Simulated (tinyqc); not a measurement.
From results back to parameters: deep level as a short-range spherical well. Five cases, with inputs chosen for the exercise.

Problem. In the Lucovsky model sigma goes as (h nu - Et)^(3/2)/(h nu)^3. The ratio of the cross-sections at h1 and h2 was computed from a hidden Et.

Case 1.

Values chosen (out of a larger set: near those of Ge; not measured data): h1 = 0.624 eV (first photon energy); h2 = 1.19 eV (second photon energy).

sigma(h1)/sigma(h2) = 0.378513

Case 2.

Values chosen (out of a larger set: near those of 4H SiC; not measured data): h1 = 0.676 eV (first photon energy); h2 = 1.171 eV (second photon energy).

sigma(h1)/sigma(h2) = 0.555851

Case 3.

Values chosen (out of a larger set: near those of GaN; not measured data): h1 = 0.246 eV (first photon energy); h2 = 0.407 eV (second photon energy).

sigma(h1)/sigma(h2) = 0.604317

Case 4.

Values chosen (out of a larger set: near those of InP; not measured data): h1 = 0.46 eV (first photon energy); h2 = 0.629 eV (second photon energy).

sigma(h1)/sigma(h2) = 0.782546

Case 5.

Values chosen (out of a larger set: near those of GaN; not measured data): h1 = 0.626 eV (first photon energy); h2 = 1.086 eV (second photon energy).

sigma(h1)/sigma(h2) = 0.815895

Find: y = (h1 - Et)/(h2 - Et); Et.

Solution. y = [ratio (h1/h2)^3]^(2/3), and Et = (h1 - y h2)/(1 - y): the plot of (sigma (h nu)^3)^(2/3) against h nu is a line through Et.

Case 1.

y = (h1 - Et)/(h2 - Et) = 0.1439
Et = 0.529 eV

Case 2.

y = (h1 - Et)/(h2 - Et) = 0.2253
Et = 0.532 eV

Case 3.

y = (h1 - Et)/(h2 - Et) = 0.2611
Et = 0.189 eV

Case 4.

y = (h1 - Et)/(h2 - Et) = 0.4542
Et = 0.319 eV

Case 5.

y = (h1 - Et)/(h2 - Et) = 0.2901
Et = 0.438 eV

Computed by tinyqc, one run a case: `OMP_NUM_THREADS=1 python tinyqc.py N N+1 out.jsonl` with N = 1280887, 1280920, 1281037, 1281074, 1281135; one thread of a shared Intel(R) Xeon(R) Processor @ 2.30GHz, about 0.01 s a run at most.
